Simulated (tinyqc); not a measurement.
Thermal, flicker and telegraph noise of a field-effect transistor: one step, computed by the program tinyqc. Command: `OMP_NUM_THREADS=1 python tinyqc.py 3004339 3004340 out.jsonl noise walk`. One thread of a shared host (Intel(R) Xeon(R) Processor @ 2.30GHz), about 0.01 s of CPU time with the checks.

Strong inversion, threshold roll-off and channel-length modulation left out; noise sources are uncorrelated and are given as one-sided spectral densities.

Problem. Operating point. C_ox = 3.9 eps_0/t; V_c = 2 v_s L/mu; I = W C_ox v_s V_ov^2/(V_ov + V_c); g_m = W C_ox v_s V_ov (V_ov + 2 V_c)/(V_ov + V_c)^2; g_d0 = mu C_ox (W/L) V_ov.

Inputs (values chosen for the exercise, modelled on a high-k silicon transistor):

| quantity | value | unit |
|---|---|---|
| width W | 2.6 | micrometre |
| length L | 59 | nm |
| electrical oxide thickness t | 1.8 | nm |
| mobility mu | 140 | cm^2/(V s) |
| saturation velocity v_s | 0.96 | 1e7 cm/s |
| overdrive V_ov | 0.25 | V |

Operating region: saturation. Flicker model: Hooge.

Constants: eps_0 = 8.8541878128e-12 F/m.

Give: C_ox; drain current I; g_m; g_d0.

Solution.

C_ox = 1.918 microfarad/cm^2

drain current I = 282.6 microampere

g_m = 1994 microsiemens

g_d0 = 2959 microsiemens
